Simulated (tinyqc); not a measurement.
## MOS inversion layer, Poisson-Schroedinger loop: mixing schemes compared

Electrons confined at an insulator interface at z = 0, treated as a hard wall; parabolic valleys, Hartree approximation, no image or exchange terms. The depletion charge lies far deeper than the electrons and gives a uniform field q Nd/(eps0 eps_r); the gate balances all charge. Energies are counted from the band edge at the interface.

V0 = q Nd z/(eps0 eps_r) in eV.

Tridiagonal Hamiltonian with psi = 0 one step beyond both ends: H_ii = C (1/m_(i-1/2) + 1/m_(i+1/2))/hz^2 + V0_i + U_i, H_(i,i+1) = -C/(m_(i+1/2) hz^2), C = hbar^2/(2 m0). The lowest 2 level(s) are kept, normalised to hz sum |psi|^2 = 1. The mass is the same on all intervals.

Level k holds N_k = D_k Vt ln(1 + exp((EF - E_k)/Vt)) with D = 6 md1 m0 q/(pi hbar^2) per eV (spin included); EF is fixed by sum N_k = Ns.

n_i = sum_k N_k |psi_k|^2 (converted to cm^-3). Hartree part by Gauss: on the interval before node i the electrons still beyond are S_i = Ns - hz sum_(j<i) n_j, and U_i = U_(i-1) + q S_i hz/(eps0 eps_r) in eV, U_0 = 0 at the interface. Mixing: U(new) = U + a (U(out) - U).

Rounds from U = 0 until the largest |U(out) - U| is below 1e-7 eV (the round that meets it is counted). Anderson mixing of depth m keeps the last m inputs V and residuals F = V(out) - V(in), fits c by least squares to F = dF c over their successive differences dF, dV, and sets V(new) = V + a F - (dV + a dF) c.

Values chosen for this exercise; masses and permittivity close to those of silicon (111): temperature T = 400 K; relative permittivity eps_r = 11.7; mass along z of valley set A (6 valley(s)) mz1 = 0.259 m0; in-plane density-of-states mass of set A md1 = 0.357 m0; sheet density of electrons Ns = 2.1e12 cm^-2; sheet density of depletion charge Nd = 3.8e11 cm^-2; mesh step hz = 1.1 nm.

Constants: q = 1.602176634e-19 C, kB = 1.380649e-23 J/K, hbar = 1.054571817e-34 J s, m0 = 9.1093837015e-31 kg, Vt = kB T/q, eps0 = 8.8541878128e-14 F/cm where lengths are in cm, hbar^2/(2 m0) = 0.0380998212 eV nm^2. Results are converted to the units shown.

```
node,z (nm)
1,1.1
2,2.2
3,3.3
4,4.4
5,5.5
6,6.6
7,7.7
8,8.8
9,9.9
10,11
11,12.1
12,13.2
13,14.3
14,15.4
15,16.5
16,17.6
17,18.7
18,19.8
19,20.9
```

Rounds needed:
```
a,depth m,rounds
1,plain,36
0.8,plain,14
0.6,plain,16
0.4,plain,27
0.2,plain,60
0.1,plain,126
0.5,2,13
0.5,4,9
0.5,8,9
```

What does the table show?

Among the plain runs a = 0.8 is fastest, with 14 rounds; larger factors overshoot and smaller ones creep. Anderson mixing needs 9 to 13 rounds.

Program tinyqc, `OMP_NUM_THREADS=1 python tinyqc.py 2160062 2160063 out.jsonl`; Intel Xeon 2.30GHz, shared host, one thread, about 0.5 s.
